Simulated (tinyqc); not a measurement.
Inside a calculation. Model: thermal and gravitational stress in a wafer during furnace and rapid thermal processing, and the onset of slip. Computed by tinyqc, a small Python program that keeps every step. Command: `OMP_NUM_THREADS=1 python tinyqc.py 3021308 3021309 out.jsonl slip walk`. One thread of a shared host (Intel(R) Xeon(R) Processor @ 2.30GHz), about 0.01 s of CPU time with the checks. Intermediate numbers are printed to about 6 digits and carried at full precision; extremes and crossings named in words are read from the listed rows.

A thin free disc in plane stress, isotropic; T(r) = T_centre + dT (r/R)^n with n = 2. Stress is positive in tension; sigma_SB = 5.670374419e-8 W/(m^2 K^4), g = 9.80665 m/s^2.

Inputs (values chosen for the exercise, modelled on silicon): wafer radius R = 225 mm; thickness t = 925 micrometre; Young's modulus E = 155 GPa; Poisson ratio nu = 0.27; expansion alpha = 4.45 1e-6/K; edge less centre temperature dT = 16 K; temperature T = 1300 K; prefactor A of the critical stress = 0.00018 MPa; energy U of the critical stress = 1.02 eV; density rho = 2330 kg/m^3; heat capacity c = 966 J/(kg K); conductivity k = 25.3 W/(m K); wafer spacing s = 15 mm; ramp rate = 6.5 K/min; radius of the support ring over R = 0.65.

Temperature profile: parabolic.

Constants: k_B = 8.617333262e-05 eV/K.

## Thermal stress

With x = r/R: s_rr = alpha E dT (1 - x^n)/(n + 2), s_tt = alpha E dT [1 - (n + 1) x^n]/(n + 2).

Temperature and stresses at r/R = 0, 0.3, 0.5, 0.7, 0.8, 0.9, 0.95, 1:
```
r/R   T - T_centre (K)  s_rr (MPa)  s_tt (MPa)
0.00              0.00     2.75900     2.75900
0.30              1.44     2.51069     2.01407
0.50              4.00     2.06925     0.68975
0.70              7.84     1.40709    -1.29673
0.80             10.24     0.99324    -2.53828
0.90             12.96     0.52421    -3.94537
0.95             14.44     0.26900    -4.71099
1.00             16.00     0.00000    -5.51800
```

hoop stress at the edge = -5.518 MPa

r/R where s_tt = 0 = 0.577350

The hot edge is squeezed; the edge stress is n times that at the centre in size.

## Resolved stress round the edge

At the edge the stress is uniaxial along the tangent d = (cos phi, sin phi, 0) of a (001) wafer; the Schmid factor is the largest |(d.n)(d.b)| over the twelve {111}<110> systems.

Schmid factor and resolved stress at phi = 0, 7.5, 15, 22.5, 30, 37.5 and 45 degrees from [100]:
```
phi from [100] (degrees)  Schmid factor  resolved stress (MPa)
0.0                            0.408248                2.25271
7.5                            0.454124                2.50586
15.0                           0.482963                2.66499
22.5                           0.492799                2.71927
30.0                           0.482963                2.66499
37.5                           0.454124                2.50586
45.0                           0.408248                2.25271
```

The factor is 1/sqrt(6) = 0.408 along <100> and <110> and peaks at 0.4928 at 22.5 degrees, so slip, if any, starts at eight places between these directions.

## Slip criterion

Critical resolved stress tau_c = A exp(U/(k_B T)), a form chosen for the exercise; slip when 0.492799 |s_tt(R)| > tau_c; allowed |dT| = tau_c (n + 2)/(0.492799 n alpha E).

critical stress tau_c = 1.62017 MPa

resolved over critical stress = 1.67839

allowed |dT| = 9.53297 K

Slip is expected.

## Ramp rate in a batch furnace

In a stack heated from the rim, heat flows inward by conduction and by radiation between wafers: k_eff = k + (16/3) sigma_SB T^3 s^2/t (a diffusion estimate with the spacing as path length). A steady ramp gives the parabolic lag dT = rho c (ramp) R^2/(4 k_eff); the allowed ramp uses n = 2.

k_eff = 186.915 W/(m K)

lag of the centre = 16.5104 K

allowed ramp rate = 3.75306 K/min

Radiation carries 86 % of the inward flow. The ramp is 1.73 of the allowed one.

## Gravity

Own weight q = rho g t on a ring of radius b R, x = r/R: moments of an edge-supported plate, M_r = q R^2 (3 + nu)(1 - x^2)/16 and M_t = q R^2 [(3 + nu) - (1 + 3 nu) x^2]/16, less the uniform moment inside the ring load, q R^2 [(1 - nu)(1 - b^2) - 2 (1 + nu) ln b]/8; stress at the lower face = 6 M/t^2.

stress at the centre = 0.111833 MPa

radial stress at the ring = -0.536063 MPa

hoop stress at the ring = -0.246789 MPa

The largest of these is 0.17 tau_c when halved for shear. Point supports give far higher local stress than a ring.

## Position of the support ring

The formulas are those given above.

Stress at the lower face (MPa):
```
b       centre  radial at ring  hoop at ring  largest in size
0.40  -1.22452        -1.46987      -1.36032          1.46987
0.50  -0.63130        -1.01467      -0.84350          1.01467
0.60  -0.12164        -0.67370      -0.42722          0.67370
0.65   0.11183        -0.53606      -0.24679          0.53606
0.70   0.33460        -0.41681      -0.08132          0.41681
0.75   0.54860        -0.31399       0.07114          0.54860
0.80   0.75541        -0.22602       0.21217          0.75541
0.90   1.15240        -0.08973       0.46486          1.15240
1.00   1.53348         0.00000       0.68467          1.53348
```

Among these rows the largest stress is least, 0.417 MPa, for a ring at 0.7 R, 3.7 times below edge support: the overhang balances the sag of the centre. All values scale as R^2/t.

## Limits against temperature

The formulas are those given above.

For the parabolic profile:
```
T (K)  tau_c (MPa)  allowed |dT| (K)  k_eff (W/(m K))  allowed ramp (K/min)
1050       14.1598           83.3154          110.457               19.3834
1125        6.6784           39.2952          130.039               10.7628
1200        3.4601           20.3588          152.414                6.5357
1275        1.9368           11.3963          177.769                4.2671
1350        1.1564            6.8041          206.289                2.9564
1425        0.7289            4.2890          238.161                2.1515
1500        0.4812            2.8313          273.570                1.6314
```

From 1050 to 1500 K the allowed difference falls 29 times and the allowed ramp 12 times; radiation, which grows as T^3, gives back a factor 2.48. Ramps must slow as the wafer gets hotter.

Checks made by the program: force balance: the hoop stress integrates to zero (added to the edge stress) (relative difference below 1e-10).
